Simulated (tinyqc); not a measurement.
Special k points of the bcc lattice: one step. Irreducible points and weights.

Lattice vectors in units of a: a1 = (-1/2, 1/2, 1/2), a2 = (1/2, -1/2, 1/2), a3 = (1/2, 1/2, -1/2); reciprocal vectors b_i with a_i . b_j = 2 pi delta_ij. Mesh: k = sum_i f_i b_i with f_i = (2 j_i + shift)/(2 N), j_i = 0 .. N-1. The point group of the lattice has 48 operations; only those that map the mesh onto itself are used.

Values chosen for the exercise (out of a larger set: the lattice of W; not measured data): N = 4 (points along each reciprocal vector); shift = 1 (half steps).

Task: Join points that an operation carries into one another (modulo reciprocal vectors); list each class by its first point in the order of (j1, j2, ...).

Give: Irreducible points; operations that keep the mesh; irreducible points.

Result:

Irreducible points:
```
f1          f2      f3  weight
0.1250  0.1250  0.1250       8
0.1250  0.1250  0.3750      12
0.1250  0.1250  0.8750       6
0.1250  0.3750  0.6250      24
0.1250  0.6250  0.6250       8
0.3750  0.3750  0.6250       6
```

operations that keep the mesh = 48
irreducible points = 6

The weights add up to 64 = N^3; symmetry saves a factor 10.7.

Program tinyqc; command `OMP_NUM_THREADS=1 python tinyqc.py 1650812 1650813 out.jsonl`; about 0.2 s on one thread of a shared Intel(R) Xeon(R) Processor @ 2.30GHz.
